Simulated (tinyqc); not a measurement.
# On-chip interconnect, size-dependent resistivity and RC delay, step by step

Numbers from tinyqc (`OMP_NUM_THREADS=1 python tinyqc.py 2100059 2100060 out.jsonl`; about 0.01 s on one thread of a shared Intel Xeon 2.30GHz). Printed values are rounded.

A rectangular line between two neighbours and two ground planes. Surface and grain-boundary scattering are added to the bulk resistivity as corrections; capacitances are parallel-plate values without fringing; inductance is ignored.

Parameters, values chosen for the exercise; metal values close to those of copper:
```
symbol,value,unit,meaning
rho0,1.73,uohm cm,bulk resistivity
lam,40.2,nm,bulk mean free path
ps,0,,specular share of surface scattering
Rg,0.49,,reflection coefficient of grain boundaries
gr,2,,grain size over the metal width
wd,24,nm,drawn line width
AR,2.3,,"aspect ratio, height over width"
tl,2.5,nm,"liner on both walls and the bottom, not conducting"
sp,48,nm,space to the neighbouring lines
hd,32,nm,dielectric height to the planes above and below
ek,3,,relative permittivity of the dielectric
Mf,2,,Miller factor of the neighbours
Lw,150,um,line length
Rd,410,ohm,driver resistance
Cl,0.4,fF,load capacitance
dt,34,ps,time step
```

Constants: eps0 = 8.8541878128e-12 F/m. Results are converted to the units shown.

Range of the model: The metal width is under the mean free path, where the thick-limit surface term and the simple sum of corrections lose accuracy.

## Resistivity, resistance and capacitance per length

Metal width x = wd - 2 tl, height y = AR wd - tl; grain boundaries (Mayadas-Shatzkes): al = (lam/(gr x)) Rg/(1 - Rg), g = 1/[1 - 3 al/2 + 3 al^2 - 3 al^3 ln(1 + 1/al)] - 1; surfaces (Fuchs-Sondheimer, thick limit): s = (3/8) lam (1 - ps)(1/x + 1/y); rho = rho0 (1 + g + s); r = rho/(x y); c = eps0 ek (2 wd/hd + 2 Mf AR wd/sp).

x = 19 nm
y = 52.7 nm
al = 1.016409
g = 1.399898
s = 1.079474
rho = 6.019314 uohm cm
r = 60.11499 ohm/um
c = 0.1620316 fF/um

rho is 3.48 times the bulk value; grain boundaries add more (1.40 against 1.08). The liner takes 24.4 % of the cross-section.

## Ladder and Elmore delays

4 equal pi sections: series Rs = r Lw/4; node capacitances c Lw/4, halved at nodes 0 and 4, with Cl added to node 4; Rd feeds node 0. Elmore delay of node k: the sum, over the resistors on the path to k, of resistance times all capacitance downstream of it.

Rs = 2254.312 ohm

```
node    C (fF)  Elmore delay (ps)
0     3.038093           10.12895
1     6.076186           58.97235
2     6.076186           94.11813
3     6.076186           115.5663
4     3.438093           123.3168
```

The far-end value equals Rd (c Lw + Cl) + r Lw (c Lw/2 + Cl) for any number of pi sections; the line resistance contributes 91.8 % of it.

## Step 1: node voltages after a time step

v at t = 0, node 0 to 4 (V): 0  0  0  0  0

A 1 V step is applied behind Rd at t = 0. C dv/dt = -G v + b, with G the conductance matrix of the ladder (1/Rs between neighbours, 1/Rd added at node 0) and b = (1 V/Rd, 0, ...). Trapezoidal step: (C/dt + G/2) v(new) = (C/dt - G/2) v + b.

v at t = 1 dt, node 0 to 4 (V): 1.696872  0.713794  0.305851  0.144345  0.099144

Node 0 overshoots the 1 V source: the trapezoidal rule rings on modes much faster than dt.

## Step 2: node voltages after a time step

As before.

v at t = 2 dt, node 0 to 4 (V): 0.3032173  0.7253199  0.5815750  0.4135554  0.3461452

## Course in time

A 1 V step is applied behind Rd at t = 0. C dv/dt = -G v + b, with G the conductance matrix of the ladder (1/Rs between neighbours, 1/Rd added at node 0) and b = (1 V/Rd, 0, ...). Trapezoidal step: (C/dt + G/2) v(new) = (C/dt - G/2) v + b. The last column solves the same ladder exactly by its modes.

Voltages (V):
```
t (ps)  node 0  node 2  node 4  node 4, exact
34.00    1.697  0.3059  0.0991         0.1243
68.00    0.303  0.5816  0.3461         0.3593
102.0    1.545  0.6470  0.5552         0.5413
136.0    0.472  0.7800  0.6724         0.6722
170.0    1.432  0.8270  0.7707         0.7658
204.0    0.594  0.8844  0.8359         0.8327
238.0    1.341  0.9149  0.8827         0.8804
272.0    0.686  0.9396  0.9172         0.9146
306.0    1.269  0.9581  0.9403         0.9390
340.0    0.756  0.9684  0.9581         0.9564
374.0    1.212  0.9795  0.9697         0.9688
408.0    0.810  0.9833  0.9787         0.9777
```

The far end of the ladder reaches 0.5 V at 93.26 ps, 0.756 of its Elmore delay (ln 2 = 0.693 for a single pole); the slowest mode has a time constant of 101.1 ps. The largest error of the trapezoidal steps at that node is 25 mV. Node 0 swings up and down from step to step: the trapezoidal rule does not damp modes much faster than dt, so these swings are numerical.
